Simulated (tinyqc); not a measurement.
Worked calculation: harmonic frequencies on the UHF/6-31g surface (energies and gradients from PySCF), for H2-, spin multiplicity 2. The basis has no diffuse functions, so it cannot describe the extra electron: this is an exercise in the method, not the real anion. One step of it, computed by the program tinyqc.

Problem. One row of the Hessian: 1Hz. Displace 1Hz by +/-0.005 bohr; H(k, :) = (g(+) - g(-)) / (2 delta).

optimised positions (bohr):
```
           x         y          z
1H  0.000000  0.000000  -0.798697
2H  0.000000  0.000000   2.123395
```

gradient at +delta (hartree/bohr):
```
             x           y            z
1H  0.00000000  0.00000000   0.00011189
2H  0.00000000  0.00000000  -0.00011189
```

gradient at -delta (hartree/bohr):
```
             x           y            z
1H  0.00000000  0.00000000  -0.00007152
2H  0.00000000  0.00000000   0.00007152
```

Give: row of the Hessian.

Solution.

row of the Hessian (hartree/bohr^2): 1Hx 0.00000, 1Hy 0.00000, 1Hz 0.01834, 2Hx 0.00000, 2Hy 0.00000, 2Hz -0.01834
